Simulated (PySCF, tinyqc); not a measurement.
RHF in the sto-6g basis, for B+, spin multiplicity 1, step by step. The lowest restricted solution is unstable here: a spin-polarised one lies 0.0000 hartree lower (PySCF). Computed by tinyqc, a small Python program that keeps every step (integrals from PySCF). Settings: charge = 1, multiplicity = 1, basis = sto-6g, energy threshold = 1e-10, iteration cap = 82, orthogonalisation = canonical, start = random, DIIS depth = 6, shift = 0.5, method = RHF. Command: `OMP_NUM_THREADS=1 python tinyqc.py 28682 28683 out.jsonl` (the two numbers bound the seeds that draw the settings). One thread of a shared host (Intel(R) Xeon(R) Processor @ 2.60GHz), about 0.04 s of CPU time with the checks.

Geometry (angstrom):

| atom | x | y | z |
|---|---|---|---|
| B | 0.000000 | 0.000000 | 0.000000 |

Stop when the energy changes by less than 1e-10 hartree and every element of the error matrix X^T (F D S - S D F) X is below 3e-06.

Course of the cycle:

| iteration | E (hartree) | change | largest element of the error matrix |
|---|---|---|---|
| 1 | -9.50731668 | - | 3.16e+00 |
| 2 | -24.09667615 | -1.46e+01 | 4.72e-01 |
| 3 | -24.16302276 | -6.63e-02 | 9.63e-02 |
| 4 | -24.18109869 | -1.81e-02 | 5.01e-02 |
| 5 | -24.18883701 | -7.74e-03 | 1.85e-02 |
| 6 | -24.19026229 | -1.43e-03 | 8.23e-03 |
| 7 | -24.19050508 | -2.43e-04 | 3.52e-03 |
| 8 | -24.19055136 | -4.63e-05 | 1.49e-03 |
| 9 | -24.19056034 | -8.98e-06 | 6.53e-04 |
| 10 | -24.19056204 | -1.71e-06 | 2.85e-04 |
| 11 | -24.19056237 | -3.25e-07 | 1.24e-04 |
| 12 | -24.19056243 | -6.20e-08 | 5.43e-05 |
| 13 | -24.19056244 | -1.18e-08 | 2.37e-05 |
| 14 | -24.19056245 | -2.26e-09 | 1.04e-05 |
| 15 | -24.19056245 | -4.31e-10 | 4.52e-06 |
| 16 | -24.19056245 | -8.21e-11 | 1.98e-06 |

Can the last value be used, and what does the course show?

Yes. Converged in 16 iterations. PySCF RHF in the same basis = -24.19056245 hartree.
